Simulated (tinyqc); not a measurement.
## Delay unit and parasitic delay from two ring oscillators

Inverse problem. A ring of 21 inverters oscillates at 1/(2 x 21 d), with stage delay d = tau (h + p) for fan-out h. Find tau, p and the delay at fan-out 4.

frequencies of 21-stage ring oscillators with fan-out 1 and 6 (GHz): [1.4765321, 0.43230856]

Answer. d is a straight line in h with slope tau and intercept tau p.

tau = 7.79 ps
p = 1.07
delay at fan-out 4 = 39.5 ps

Computed by the program tinyqc: `OMP_NUM_THREADS=1 python tinyqc.py 2082155 2082156 out.jsonl`, one thread of a shared Intel Xeon 2.30GHz, about 0.01 s for the whole run.
